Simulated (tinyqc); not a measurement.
Against the Fermi level: single-band model of a thermoelectric material. Computed by tinyqc, a small Python program. Command: `OMP_NUM_THREADS=1 python tinyqc.py 3016043 3016044 out.jsonl thermo walk`. One thread of a shared host (Intel(R) Xeon(R) Processor @ 2.30GHz), about 0.01 s of CPU time with the checks.

One spherical band, one scattering law, no minority carriers and no phonon drag. In a real material minority carriers limit |S| to about E_g/(2 e T), so larger values are formal. eta = E_F/(k_B T) is counted from the band edge; f = 1/(1 + exp(x - eta)).

Inputs (values chosen for the exercise, modelled on n-type Mg3Sb2): density-of-states mass m = 1 m_0; mobility parameter mu_300 = 260 cm^2/(V s); temperature exponent p = 2.5; lattice thermal conductivity kappa_L = 0.82 W/(m K); temperature T = 710 K.

Band: parabolic. Scattering: acoustic phonons, r = -0.5.

Constants: k_B = 8.617333262e-05 eV/K; e = 1.602176634e-19 C; m_0 = 9.1093837015e-31 kg; k_B = 1.380649e-23 J/K; hbar = 1.054571817e-34 J s.

Method:
- With x = E/(k_B T), a = alpha k_B T (0 for a parabolic band), G = x (1 + a x), D = 1 + 2 a x and <y> = int y f (1 - f) dx, f = 1/(1 + exp(x - eta)): tau = tau_0 G^r/D; transport function s = G^(3/2 + r)/D^2; n = N_0 <G^(3/2)> with N_0 = (2 m k_B T)^(3/2)/(3 pi^2 hbar^3).
- Integrals over x = E/(k_B T) use 160 Gauss-Legendre points in u = sqrt(x) from 0 to sqrt(max(eta, 0) + 32).
- sigma = e mu_0 N_0 <s> with mu_0 = e tau_0/m = mu_300 (T/300 K)^(-p); |S| = (k_B/e)(<x s>/<s> - eta); Lorenz number L = (k_B/e)^2 (<x^2 s>/<s> - (<x s>/<s>)^2); kappa_e = L sigma T; zT = S^2 sigma T/(kappa_L + kappa_e).

The same material at other dopings:
```
eta  n (1/cm^3)  |S| (microvolt/K)  sigma (S/cm)  power factor (microwatt/(cm K^2))       zT
-4   1.6627e+18             517.82    6.0306e+00                             1.6170  0.13893
-3   4.4708e+18             432.97    1.6144e+01                             3.0264  0.25668
-2   1.1813e+19             350.24    4.2174e+01                             5.1733  0.42454
-1   2.9949e+19             272.49    1.0409e+02                             7.7282  0.58745
0    6.9907e+19             204.50    2.3031e+02                             9.6316  0.63100
1    1.4396e+20             150.88    4.3635e+02                             9.9328  0.52091
2    2.5799e+20             112.39    7.0670e+02                             8.9266  0.36189
4    5.9493e+20              68.22    1.3351e+03                             6.2126  0.15723
6    1.0458e+21              46.95    1.9944e+03                             4.3955  0.07813
10   2.2005e+21              28.35    3.3226e+03                             2.6696  0.02964
```

|S| falls and sigma rises with eta, so their product S^2 sigma peaks: among these rows at eta = 1, and zT at eta = 0, where |S| = 205 microvolt/K. zT stays above 90 % of its best row from n = 3.0e19 to 7.0e19 per cm^3.

Extremes, crossings and ranges named in words are read from the listed rows.
